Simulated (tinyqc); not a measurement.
# Front-illuminated p-i-n photodiode, quantum efficiency and bandwidth: what changes with what

Light enters through a p layer (0 to xp), a depleted layer (xp to xp + wi) and a thick n substrate, decaying as exp(-al x); one pass, no back reflection. Carriers made in the depleted layer are all collected; those in the neutral layers diffuse.

Parameters, values chosen for the exercise; values close to those of In0.53Ga0.47As at this wavelength:
- lam = 1310 nm (wavelength)
- al = 11700 1/cm (absorption coefficient)
- Rf = 0.1 (reflectance of the front face)
- eps_r = 14 (relative permittivity)
- xp = 0.17 um (thickness of the front p layer)
- wi = 0.71 um (thickness of the depleted layer)
- Dn = 40 cm^2/s (electron diffusion coefficient in the p layer)
- Ln = 9.8 um (electron diffusion length in the p layer)
- S = 2e6 cm/s (recombination velocity of the front surface)
- Lp = 37 um (hole diffusion length in the thick n substrate)
- ve = 6.93e6 cm/s (electron drift velocity)
- vh = 5.06e6 cm/s (hole drift velocity)
- dia = 74 um (diameter)
- RL = 50 ohm (load resistance)
- Cp = 50 fF (parasitic capacitance)

Constants: q = 1.602176634e-19 C, h = 6.62607015e-34 J s, c = 299792458 m/s, eps0 = 8.8541878128e-14 F/cm where lengths are in cm. Results are converted to the units shown.

Each table varies one quantity; the others keep the values above.

## Efficiency and bandwidth against the thickness of the depleted layer

k = al Ln, s = S Ln/Dn, e = exp(-al xp); front layer f1 = (k/(k^2 - 1)) {[s + k - e (s cosh(xp/Ln) + sinh(xp/Ln))]/[s sinh(xp/Ln) + cosh(xp/Ln)] - k e}; depleted layer f2 = e (1 - exp(-al wi)); substrate f3 = e exp(-al wi) al Lp/(1 + al Lp); external efficiency (1 - Rf)(f1 + f2 + f3); responsivity = efficiency q lam/(h c). Drift response for pairs made in the depleted layer, a = al wi, g = 1 - exp(-a), u = 2 pi i f, te = wi/ve, th = wi/vh: electrons He = [g - a (exp(-a) - exp(-u te))/(u te - a)]/(u te g), holes Hh = [g - a (1 - exp(-a - u th))/(a + u th)]/(u th g); C = eps0 eps_r pi (dia/2)^2/wi + Cp; total |He + Hh|/sqrt(1 + (2 pi f RL C)^2), for the current of the depleted layer alone. Limits are the frequencies at which each factor falls to 1/sqrt(2); inverse-square sum (f_transit^-2 + f_RC^-2)^(-1/2); the diffusion currents f1 and f3 are left out of the bandwidth.

Efficiency and bandwidth against the thickness of the depleted layer:
```
wi (um)	f2	f1 + f3	responsivity (A/W)	transit limit (GHz)	RC limit (GHz)	3 dB bandwidth (GHz)	inverse-square sum (GHz)	bandwidth x (1 - Rf) f2 (GHz)
0.089	0.08105	0.8595	0.8944	358.5	0.5270	0.5270	0.5270	0.03844
0.15	0.1319	0.8097	0.8954	213.6	0.8832	0.8832	0.8832	0.1049
0.25	0.2079	0.7355	0.8971	129.0	1.458	1.458	1.458	0.2728
0.42	0.3182	0.6277	0.8994	77.58	2.413	2.411	2.411	0.6905
0.71	0.4625	0.4866	0.9025	46.64	3.974	3.955	3.960	1.646
1.2	0.6183	0.3343	0.9059	28.20	6.440	6.225	6.278	3.464
2	0.7407	0.2147	0.9085	17.26	10.06	8.420	8.688	5.613
3.4	0.8043	0.1526	0.9099	10.15	15.39	8.189	8.473	5.928
5.7	0.8186	0.1386	0.9102	5.856	22.18	5.604	5.662	4.129
```

As wi goes from 0.089 to 5.7, the responsivity rises from 0.894 to 0.910 A/W and the bandwidth goes from 0.527 through a maximum of 8.42 (at wi = 2 among the rows listed) to 5.60 GHz. The RC limit is the lower one for wi = 0.089, 0.15, 0.25, 0.42, 0.71, 1.2, 2, the transit limit elsewhere. Adding inverse squares of the two limits is within 3.5 % of the full result. The product of bandwidth and fast efficiency goes from 0.0384 through a maximum of 5.93 (at wi = 3.4 among the rows listed) to 4.13 GHz. For wi = 0.089, 0.15, 0.25, 0.42, 0.71, 1.2 the diffusion currents exceed 0.3 of the drift current; their own response times, left out, may then shape the whole response.

## Efficiency and bandwidth against the diameter

Same model as above.

The same in every row: f2 = 0.4625; f1 + f3 = 0.4866; responsivity (A/W) = 0.9025; transit limit (GHz) = 46.64.

Results:
```
dia (um)	RC limit (GHz)	3 dB bandwidth (GHz)	inverse-square sum (GHz)	bandwidth x (1 - Rf) f2 (GHz)
5	59.58	35.18	36.73	14.64
10	49.96	32.61	34.09	13.57
20	30.36	24.52	25.44	10.21
50	8.103	7.941	7.984	3.305
100	2.240	2.236	2.237	0.9308
500	0.09272	0.09272	0.09272	0.03859
1000	0.02321	0.02321	0.02321	0.009659
```

Estimate the missing row, dia = 200 um.

Computed row:
```
dia (um)	RC limit (GHz)	3 dB bandwidth (GHz)	inverse-square sum (GHz)	bandwidth x (1 - Rf) f2 (GHz)
200	0.5751	0.5750	0.5751	0.2393
```

With this row back in the table: As dia goes from 5 to 1000, the responsivity stays at 0.903 A/W and the bandwidth falls from 35.2 to 0.0232 GHz. The RC limit is the lower one for dia = 20, 50, 100, 200, 500, 1000, the transit limit elsewhere. Adding inverse squares of the two limits is within 4.6 % of the full result. In every row the diffusion currents exceed 0.3 of the drift current; their own response times, left out, may then shape the whole response.

Numbers from tinyqc (`OMP_NUM_THREADS=1 python tinyqc.py 2250009 2250010 out.jsonl`; about 0.01 s on one thread of a shared Intel Xeon 2.30GHz).
